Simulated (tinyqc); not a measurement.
# Undoped gate-all-around wire MOSFET, analytic charge model: effect of the wire radius

An undoped round wire of radius R under an insulator shell and a surrounding gate; long channel, electrons only, n = ni exp((psi - V)/Vt) with V the quasi-Fermi potential (0 at the source, Vd at the drain), constant mobility, no quantisation. The radial Poisson equation gives n(r) = n(0)/(1 - (1 - b) r^2/R^2)^2 with b = Q0/(Q + Q0). Q is the electron charge per area of the wire surface.

ni = sqrt(Nc Nv) exp(-Eg/(2 Vt)), Eg in volts; Cox = eps0 eox/(R ln(1 + tox/R)); Q0 = 4 eps0 eps_r Vt/R; V0 = dphi + Vt ln[8 eps0 eps_r Vt/(q ni R^2)]. Q solves Vg - V0 - V = Q/Cox + Vt ln(Q/Q0) + Vt ln(1 + Q/Q0). I = mu (2 pi R/L)[2 Vt (Qs - Qd) + (Qs^2 - Qd^2)/(2 Cox) + Vt Q0 ln((Qd + Q0)/(Qs + Q0))], with Qs at V = 0 and Qd at V = Vd.  I(low) is taken at Vg = 0.01 V, Qs and I(high) at Vg = 0.76 V.

Inputs (values chosen for the exercise); material values close to those of silicon:

| symbol | value | unit | meaning |
|---|---|---|---|
| T | 350 | K | temperature |
| Eg | 1.1 | eV | band gap |
| eps_r | 11.9 |  | relative permittivity of the semiconductor |
| Nc | 3.58e19 | cm^-3 | conduction-band density of states at T |
| Nv | 3.3e19 | cm^-3 | valence-band density of states at T |
| eox | 9.21 |  | relative permittivity of the gate insulator |
| tox | 4.9 | nm | insulator thickness |
| dphi | -0.17 | V | gate work function less that of the intrinsic body |
| mu | 180 | cm^2/(V s) | channel mobility |
| L | 0.1 | um | gate length |
| Vd | 0.3 | V | drain voltage |

Constants: q = 1.602176634e-19 C, kB = 1.380649e-23 J/K, Vt = kB T/q, eps0 = 8.8541878128e-14 F/cm where lengths are in cm. Results are converted to the units shown.

Effect of the wire radius:
```
R (nm)	V0 (V)	I(low) (nA)	Qs(high) (nC/cm^2)	I(high) (uA)
5	0.32905	0.011038	838.05	9.1598
7	0.30876	0.021634	783.29	12.101
9.8	0.28846	0.042401	741.86	16.170
14	0.26694	0.086523	709.26	22.227
19	0.24852	0.15934	688.49	29.407
27	0.22733	0.32167	670.77	40.868
38	0.20671	0.63685	658.31	56.603
```

As R goes from 5 to 38 nm, I(low) rises from 0.0110 to 0.637 nA and I(high) rises from 9.16 to 56.6 uA. On average I(low) goes as R^(2.00) and I(high) goes as R^(0.90). Below threshold the charge is proportional to the cross-section of the body; above it the insulator sets the charge. In every row the surface density at the source at the higher gate voltage passes 0.3 Nc, where Boltzmann statistics fail. In every row mu V/L at the higher gate voltage, with V the smaller of Vd and Vg - V0, passes 3e6 cm/s, so velocity saturation would lower the current. For R = 27 to 38 nm L is under three scale lengths of this cross-section, so short-channel effects, left out here, would raise the subthreshold current. At R = 5 nm the body is thin enough for quantum confinement, left out here, to raise the threshold.

Program tinyqc, `OMP_NUM_THREADS=1 python tinyqc.py 2460033 2460034 out.jsonl`; Intel Xeon 2.30GHz, shared host, one thread, about 0.04 s.
